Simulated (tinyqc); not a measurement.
Lifetime against injection: Shockley-Read-Hall recombination through one deep level.

One level at Et with degeneracy 1: tn = 1/(sn vth Nt), tp = 1/(sp_ vth Nt), n1 = Nc exp((Et - Eg)/kT), p1 = Nv exp(-Et/kT), ni^2 = n1 p1. Equilibrium n0 = Nm, p0 = ni^2/Nm; n = n0 + dn, p = p0 + dn. U = (n p - ni^2)/(tp (n + n1) + tn (p + p1)), lifetime dn/U; emission rates en = sn vth n1, ep = sp_ vth p1.

Constants: kB = 8.617333262e-05 eV/K.

Values chosen for the exercise (gap and densities of states near those of Si at this temperature; shifted at random, so the results belong to these values and not to a real crystal): Eg = 1.091 eV (gap); Nc = 4.91e+19 1/cm^3 (conduction-band density of states); Nv = 2.08e+19 1/cm^3 (valence-band density of states); T = 450 K; Et = 0.738 eV (recombination level above Ev); Nt = 4.8e+13 1/cm^3 (defects); sn = 1.4e-15 cm^2 (electron capture cross-section); sp_ = 4.8e-14 cm^2 (hole capture cross-section); vth = 24000000 cm/s (thermal velocity, both carriers); Nm = 3.4e+15 1/cm^3 (equilibrium electrons for the lifetime steps).

Recombination:
```
dn (1/cm^3),lifetime (microsecond),U (1/(cm^3 s))
1.0e+11,0.04723,2.12e+18
1.0e+12,0.04738,2.11e+19
1.0e+13,0.04894,2.04e+20
1.0e+14,0.06409,1.56e+21
1.0e+15,0.1815,5.51e+21
1.0e+16,0.4882,2.05e+22
1.0e+17,0.6187,1.62e+23
1.0e+18,0.6361,1.57e+24
```

The lifetime rises from 0.04723 to 0.6361 microsecond; tn + tp = 0.6381. At low injection it is tp (1 + n1/n0) + tn p1/n0 with n1/Nm = 1.6 and p1/Nm = 3.3e-05: re-emission lengthens it to 2.61 times the minority capture time. Auger and radiative paths are left out; they cut in at the highest injections, and in a doped direct-gap crystal the radiative one counts at all injections. dn = dp neglects trapped charge, which matters where the traps hold a charge comparable with dn, at low injection and with very unequal cross sections.

Run: tinyqc, `OMP_NUM_THREADS=1 python tinyqc.py 1681809 1681810 out.jsonl`; Intel(R) Xeon(R) Processor @ 2.30GHz, one thread, shared host; about 0.01 s of CPU time with all checks.
